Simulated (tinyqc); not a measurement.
What each parameter does: tight-binding t2g bands of a cubic perovskite.

Orbitals yz, zx, xy (X, Y, Z below) times spin. E_xy = Dt + 2t (2 - cos x - cos y) + 2 td (1 - cos z) + 4 t2 (1 - cos x cos y) with x = kx a and so on; yz and zx follow by cyclic change, without Dt. Spin-orbit term -(Dso/3) L.sigma + Dso/3 with (L_k)_ij = -i epsilon_kij in X, Y, Z: for Dt = 0 the quartet lies at 0 and the doublet at Dso.

Parameters, chosen for this exercise (of the size met in SrTiO3 and KTaO3; the results hold for these values, not for the real material): t = 0.344 eV (strong hopping); td = 0.028 eV (weak hopping); t2 = 0 eV (diagonal hopping in the plane of the orbital); Dso = 0.241 eV (spin-orbit splitting at Gamma); Dt = -0.013 eV (shift of xy (tetragonal field or confinement)); k = (0.08, 0.07, 0.02) 2 pi/a (wave vector).

The three pairs at k.

One parameter was then changed.

Results before and after:
```
case     pair 1 (eV)  pair 2 (eV)  pair 3 (eV)
base          0.0856       0.1195       0.3476
changed       0.0947       0.1330       0.3602
```

Which of these changes was made? (a) t = 0.3784 eV; (b) Dt = -0.043 eV; (c) td = 0.042 eV; (d) Dso = 0.3133 eV; (e) t2 = 0.02 eV.

Answer: (e) t2 = 0.02 eV. Of the candidates, run in turn, only this one gives the changed row.

All candidates:
```
case             pair 1 (eV)  pair 2 (eV)  pair 3 (eV)
base                  0.0856       0.1195       0.3476
t = 0.3784 eV         0.0935       0.1316       0.3589
td = 0.042 eV         0.0887       0.1209       0.3495
t2 = 0.02 eV          0.0947       0.1330       0.3602
Dso = 0.3133 eV       0.0857       0.1200       0.4193
Dt = -0.043 eV        0.0847       0.1025       0.3355
```

Program tinyqc; command `OMP_NUM_THREADS=1 python tinyqc.py 1450043 1450044 out.jsonl`; about 0.01 s on one thread of a shared Intel(R) Xeon(R) Processor @ 2.30GHz.
